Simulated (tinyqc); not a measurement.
Tunnelling through a two-layer gate stack, WKB transmission and Tsu-Esaki current: one step of the calculation.

Electrons leave the emitter at x = 0. Energies E (motion across the layers) are in eV from the emitter Fermi level; the collector Fermi level lies at -V and offers states at every E. No charge in the dielectric and no image force: F1 = V/(t1 + t2 eps1/eps2), F2 = F1 eps1/eps2; U = phi1 - F1 x in layer 1 and phi2 - F1 t1 - F2 (x - t1) in layer 2. With C = hbar^2/(2 m0), kappa = sqrt(m (U - E)/C) where U > E and 0 elsewhere; T(E) = exp(-S), S = 2 times the integral of kappa over x.

Task. Fields and band edges. F1 = V/(t1 + t2 eps1/eps2), F2 = F1 eps1/eps2; U = phi1 - F1 x in layer 1 and phi2 - F1 t1 - F2 (x - t1) in layer 2. EOT = 3.9 (t1/eps1 + t2/eps2).

Parameters, values chosen for the exercise; layer 1 close to silicon nitride, layer 2 close to hafnium oxide: barrier of layer 1 above the emitter Fermi level at zero bias phi1 = 2.02 eV; tunnelling mass of layer 1 m1 = 0.52 m0; thickness of layer 1 t1 = 1.1 nm; relative permittivity of layer 1 eps1 = 7.21; barrier of layer 2 at zero bias phi2 = 1.47 eV; tunnelling mass of layer 2 m2 = 0.19 m0; thickness of layer 2 t2 = 3.5 nm; relative permittivity of layer 2 eps2 = 23; voltage across the dielectric V = 1 V.

Find: F1; F2; U at the end of layer 1; U at the start of layer 2; U at the end of layer 2; EOT.

Result.

F1 = 4.5513 MV/cm
F2 = 1.4267 MV/cm
U at the end of layer 1 = 1.5194 eV
U at the start of layer 2 = 0.96936 eV
U at the end of layer 2 = 0.47000 eV
EOT = 1.1885 nm

Program tinyqc, `OMP_NUM_THREADS=1 python tinyqc.py 2540070 2540071 out.jsonl`; Intel Xeon 2.30GHz, shared host, one thread, about 0.04 s.
